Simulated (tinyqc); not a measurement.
# Inputs raised by 5 %, one at a time

Model: stress in a transistor channel from embedded alloy regions, liners and fins, by half-space elasticity. Computed by tinyqc, a small Python program. Command: `OMP_NUM_THREADS=1 python tinyqc.py 3029292 3029293 out.jsonl stressor sens`. One thread of a shared host (Intel(R) Xeon(R) Processor @ 2.30GHz), about 0.07 s of CPU time with the checks.

Plane strain in an isotropic half-space, the same constants everywhere; x along the channel from its centre, y downwards from the free surface; stress is positive in tension.

Inputs (values chosen for the exercise, modelled on silicon): alloy fraction x = 0.56; lattice change per unit x, beta = 0.0414; Young's modulus E = 163 GPa; Poisson ratio nu = 0.22; channel length L = 108 nm; length of each stressor S = 140 nm; recess depth d = 60 nm; depth of the field point y = 1.8 nm; longitudinal piezoresistance coefficient = 74.8 1e-11/Pa; vertical piezoresistance coefficient = -0.99 1e-11/Pa.

Stressor: Si(1-x)Ge(x) source and drain.

Method:
- Misfit e = beta x. A fully constrained inclusion holds the stress -p with p = E e/(1 - 2 nu); a blanket film would hold -E e/(1 - nu) in the plane.
- A line element dA of misfit at (a, c) in the half-space gives, with C = E e/(2 pi (1 - nu)), X = x - a, r1^2 = X^2 + (y - c)^2, r2^2 = X^2 + Y^2, Y = y + c: s_xx = -C dA {[X^2 - (y - c)^2]/r1^4 + 3 [X^2 - Y^2]/r2^4 + 4 y Y (Y^2 - 3 X^2)/r2^6}, s_yy = C dA {[X^2 - (y - c)^2]/r1^4 - [X^2 - Y^2]/r2^4 + 4 y Y (Y^2 - 3 X^2)/r2^6}. These are integrated over two rectangles, L/2 < |a| < L/2 + S, 0 < c < d (closed form in a, 200 Gauss-Legendre points in c).
- At x = y = 0 the integral is s_xx = -(4/pi) [E e/(1 - nu)] [arctan(2 d/L) - arctan(d/(L/2 + S))].
- d mu/mu = -(pi_L s_xx + pi_z s_yy) for the embedded regions alone; the stress across the width is left out.

Runs:
```
input moved                      from      to  s_xx (MPa)  s_yy (MPa)  s_xx at the surface (MPa)  mobility change (%)
base run                            -       -     -3207.8     -1.2948                    -3319.0               239.94
alloy fraction x                 0.56   0.588     -3368.1     -1.3595                    -3484.9               251.94
Young's modulus E (GPa)           163  171.15     -3368.1     -1.3595                    -3484.9               251.94
Poisson ratio nu                 0.22   0.231     -3253.6     -1.3133                    -3366.4               243.37
channel length L (nm)             108   113.4     -3091.8     -1.2510                    -3192.9               231.26
length of each stressor S (nm)    140     147     -3268.1     -1.3070                    -3379.8               244.45
recess depth d (nm)                60      63     -3266.0     -1.2004                    -3381.5               244.30
depth of the field point y (nm)   1.8    1.89     -3202.1     -1.4224                    -3319.0               239.51
```

Exponents ln(y'/y) / ln(x'/x):
```
input                         s_xx    s_yy  s_xx at the surface  mobility change
alloy fraction x             1.000   1.000                1.000            1.000
Young's modulus E            1.000   1.000                1.000            1.000
Poisson ratio nu             0.291   0.291                0.291            0.291
channel length L            -0.755  -0.706               -0.794           -0.755
length of each stressor S    0.382   0.192                0.372            0.382
recess depth d               0.369  -1.551                0.383            0.369
depth of the field point y  -0.036   1.926                0.000           -0.036
```

Among the inputs moved here: s_xx answers most in size to alloy fraction x (exponent +1.000), and about equally to Young's modulus E (+1.000). Its exponent +1.000 in alloy fraction x: linear elasticity. s_yy answers most in size to depth of the field point y (exponent +1.926), next to recess depth d (-1.551). s_xx at the surface answers most in size to alloy fraction x (exponent +1.000), and about equally to Young's modulus E (+1.000); its exponent is below 0.0005 for depth of the field point y. Mobility change answers most in size to alloy fraction x (exponent +1.000), and about equally to Young's modulus E (+1.000).

Caution (all rows): at such misfit the regions may relax by dislocations, and linear elasticity is rough. Caution (all rows): beyond a few hundred MPa bulk piezoresistance coefficients no longer describe an inversion layer well.
